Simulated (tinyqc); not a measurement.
# Minority carriers and saturation current of a heavily doped emitter: what changes with what

n-type, parabolic bands, full ionisation. eta = (EF - Ec)/kB T solves N = Nc F12(eta), F12(x) = (2/sqrt(pi)) int_0^infinity sqrt(u)/(1 + exp(u - x)) du. The gap shrinks rigidly by dEg = E1 [ln(N/N0) + sqrt(ln^2(N/N0) + 0.5)], an empirical law that is here taken as the true narrowing.

Values chosen for this exercise; band and dielectric values close to those of silicon: temperature T = 300 K; band gap Eg = 1.1 eV; conduction-band density of states at 300 K Nc = 2.83e19 cm^-3; valence-band density of states at 300 K Nv = 2.65e19 cm^-3; ionised donor density N = 6.5e18 cm^-3; energy of the narrowing law E1 = 7.3 meV; density of the narrowing law N0 = 1.8e17 cm^-3; minority-hole mobility mup = 190 cm^2/(V s); Auger coefficient Cn = 1.9e-31 cm^6/s; defect lifetime ts = 2.7 us; emitter width W = 66 nm.

Constants: q = 1.602176634e-19 C, kB = 1.380649e-23 J/K, Vt = kB T/q. Results are converted to the units shown.

Each table varies one quantity; the others keep the values above.

## Effect of the contact

ni = sqrt(Nc Nv) exp(-Eg/(2 Vt)), Eg in volts; degeneracy factor g = F12(eta) exp(-eta); nie^2 = ni^2 exp(dEg/kB T) g, p0 = nie^2/N; apparent narrowing dEg + kB T ln g. 1/tau = Cn N^2 + 1/ts, D = mup Vt, L = sqrt(D tau); J0 = (q p0 D/L)(s + tanh(W/L))/(1 + s tanh(W/L)), s = S L/D; the share recombining inside is 1 - 1/[cosh(W/L)(1 + tanh(W/L)/s)].

Effect of the contact:
```
S (cm/s)  J0 (fA/cm^2)  share inside (%)
80               5.920             40.93
340              17.28             14.02
1500             67.86             3.567
6200             271.2            0.8897
26000             1101            0.2164
1.1e5             4192           0.05408
4.8e5          1.276e4           0.01527
2.1e6          2.402e4          0.006363
8.8e6          3.000e4          0.004353
```

J0 rises from 5.92 to 30000 fA/cm^2, between the limits q p0 (D/L) tanh(W/L) = 2.42 and q p0 (D/L) coth(W/L) = 32500; W/L = 0.0086, so passivating the contact can gain at most a factor of 13400.

## Approximations to the Fermi level

With u = N/Nc: Boltzmann ln u; Joyce-Dixon ln u + 0.353553 u - 4.95009e-3 u^2 + 1.48386e-4 u^3 - 4.42563e-6 u^4; degenerate limit (3 sqrt(pi) u/4)^(2/3). The Einstein ratio is D/(mu Vt) = F12/Fm, Fm(x) = dF12/dx = (1/sqrt(pi)) int_0^infinity u^(-1/2)/(1 + exp(u - x)) du.

Approximations to the Fermi level:
```
N (cm^-3)      N/Nc       eta  Boltzmann  Joyce-Dixon  degenerate  D/(mu Vt)
1.8e18     0.063604   -2.7326    -2.7551      -2.7326     0.19264     1.0224
4.5e18      0.15901   -1.7827    -1.8388      -1.7827     0.35485     1.0560
1.1e19      0.38869  -0.80828   -0.94497     -0.80828     0.64391     1.1360
2.8e19      0.98940   0.33444  -0.010657      0.33444      1.2004     1.3405
6.8e19       2.4028    1.6995    0.87665       1.6995      2.1689     1.7980
1.7e20       6.0071    3.7653     1.7929       3.7645      3.9951     2.8437
4.1e20       14.488    7.0665     2.6733       7.0127      7.1849     4.8750
1e21         35.336    12.955     3.5649       9.5244      13.019     8.7224
```

What does the comparison show?

Boltzmann is within 0.1 of eta up to N/Nc = 0.16, Joyce-Dixon within 0.01 up to 6.0, and the degenerate limit is off by 0.064 in the last row. The Einstein ratio rises from 1.02 to 8.72: degenerate carriers diffuse faster for the same mobility.

Range of the model: Band tails, non-parabolic bands and incomplete ionisation are left out.

tinyqc, about 0.01 s, one thread, Intel Xeon 2.30GHz (shared host): `OMP_NUM_THREADS=1 python tinyqc.py 2330127 2330128 out.jsonl`
